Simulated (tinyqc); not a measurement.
Shallow acceptor in the spherical four-band model, step by step. Values are carried at full precision from step to step, so a last printed digit may differ when a step is redone from the rounded ones.

Units Ry* = Ry/(g1 eps^2) and a* = a0 eps g1; mu = (6 g3 + 4 g2)/(5 g1) is the spherical heavy-light coupling and delta = (g3 - g2)/g1 the cubic term, which is left out.

Constants: Ry = 13.60569312 eV; a0 (Bohr radius) = 0.5291772105 angstrom.

Parameters, chosen for this exercise (near those of a shallow acceptor in Si, where the small spin-orbit splitting and strong warping make this model rough; the results hold for these values, not for the real material):
```
symbol  value                unit    meaning
g1      4.28                         Luttinger gamma1
g2      0.34                         gamma2
g3      1.45                         gamma3
eps     11.7                         dielectric constant
al      (0.176, 1.05, 6.32)  1/a*^2  exponents a_i, the same for f and g
Dso     0.044                eV      spin-orbit splitting
```

## Units and couplings

Give Ry*, a*, mu, delta and the spherical masses 1/(g1 (1 -/+ mu)).

Ry* = 23.222 meV
a* = 26.50 angstrom
mu = 0.4701
delta = 0.2593

heavy and light mass (m0): 0.4409  0.1589

A hydrogen model with the heavy mass would bind by Ry*/(1 - mu) = 43.8 meV and with the light mass by 15.8 meV. delta/mu = 0.55: the cubic term is not small, so the spherical result is a first estimate.

## Matrices in a small basis

The ground state 1S3/2 has an L = 0 part f(r) and an L = 2 part g(r). In units of Ry* and a*, with Gaussians f_i = exp(-a_i r^2), g_i = r^2 exp(-a_i r^2), A = a_i + a_j and I(n) = Gamma((n + 1)/2)/(2 A^((n + 1)/2)): S_ff = I(2), S_gg = I(6), H_ff = (6 a_i a_j/A) I(2) - 2 I(1), H_gg = (14 a_i a_j/A) I(6) - 2 I(5), H_fg = -mu [15 I(2) - 20 a_j I(4) + 4 a_j^2 I(6)]; each function is then normalised. The split-off band is left out.

Form S and H.

S, lower triangle:
```
        f1      f2      f3      g1      g2      g3
f1  1.0000
f2  0.5873  1.0000
f3  0.1850  0.5845  1.0000
g1       0       0       0  1.0000
g2       0       0       0  0.2888  1.0000
g3       0       0       0  0.0195  0.2856  1.0000
```

H (Ry*), lower triangle:
```
         f1       f2        f3       g1      g2       g3
f1  -0.8109
f2  -0.9363  -0.1204
f3  -0.8742  -0.4233   10.9366
g1  -0.3204  -0.5521   -0.2245   0.5179
g2  -0.0925  -1.9117   -3.2866   0.2246  5.6058
g3  -0.0063  -0.5460  -11.5066  -0.0131  2.6673  39.9609
```

## Ground state in the small basis

Solve H u = E S u for the lowest level of the acceptor; the first half of the basis is L = 0 and the second L = 2. Give E, E without the f-g block, and the L = 2 weight u_g S_gg u_g with u S u = 1.

E = -1.225 Ry*
E without coupling = -0.989 Ry*
L = 2 weight = 0.088

Without the coupling the exact value is -1, which this basis, tuned to the compact coupled state, misses by 0.011. The coupling to L = 2 takes the level to 1.23 times that exact value.

## Converged result

Converged values use 22 exponents 2.2^i, i = -7 to 14, for f and for g.
Ground and next level of the same symmetry, L = 2 weight and mean radius.

1S3/2 and 2S3/2 (Ry*): -1.254  -0.342

binding energies (meV): 29.1  7.9

L = 2 weight = 0.097
<r> = 32.8 angstrom

The small basis reaches 98 % of the binding. The ratio 1S/2S is 3.66 (4 for hydrogen). The binding is 0.66 of Dso, so the split-off band, left out here, would deepen it noticeably.

## Checks

- Level at mu = 0 against -1 Ry*: both -1.0000.
- Ground level from a second, denser basis, Ry*: both -1.254.

tinyqc: `OMP_NUM_THREADS=1 python tinyqc.py 1280073 1280074 out.jsonl`; about 0.03 s, one thread, shared Intel(R) Xeon(R) Processor @ 2.30GHz.
